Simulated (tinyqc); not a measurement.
Optical transitions of a finite quantum well: one step. Absorption of one well. Two cases, with inputs chosen for the exercise.

Problem. For light polarised along z (a real waveguide or Brewster geometry adds an angle factor), with all electrons in e1 and none in e2, the peak fractional absorption is 4 pi alpha Ns c f_12/(n_r m1 G) and the area under the Lorentzian line is pi G times that, c = hbar^2/2m0; 1e12/cm^2 = 1e-4/angstrom^2. EF - E1 = 2 pi c Ns/m1 at zero temperature.

Constants: hbar^2/2m0 = 3.80998211 eV angstrom^2; fine-structure constant alpha = 0.007297352564.

Give: peak absorption; area; EF - E1.

Case 1.

Values chosen (out of a larger set: near those of a GaAs well in AlGaAs; not measured data): Ns = 0.32 x 1e12/cm^2 (electrons in e1); n_r = 3.38 (refractive index); G = 5 meV (half width of the line).

Transitions:
```
pair  E (meV)  wavelength (micrometre)  |z| (angstrom)         f
1-2    56.904                  21.7882         31.1067  0.974899
1-3   143.552                   8.6369          0.0000  0.000000
```

m1 = 0.067457 m0

Solution.

peak absorption = 0.956 %
area = 15.02 % meV
EF - E1 = 11.4 meV

Case 2.

Values chosen (out of a larger set: near those of a GaAs well in AlGaAs; not measured data): Ns = 0.41 x 1e12/cm^2 (electrons in e1); n_r = 3.28 (refractive index); G = 3 meV (half width of the line).

Transitions:
```
pair  E (meV)  wavelength (micrometre)  |z| (angstrom)         f
1-2    46.621                  26.5938         34.5846  0.967997
1-3   122.306                  10.1372          0.0000  0.000000
1-4   213.498                   5.8073          2.4661  0.022538
```

m1 = 0.066137 m0

Solution.

peak absorption = 2.131 %
area = 20.08 % meV
EF - E1 = 14.8 meV

EF lies below e2, as assumed.

Computed by tinyqc, one run a case: `OMP_NUM_THREADS=1 python tinyqc.py N N+1 out.jsonl` with N = 1280903, 1281073; one thread of a shared Intel(R) Xeon(R) Processor @ 2.30GHz, about 0.1 s a run at most.
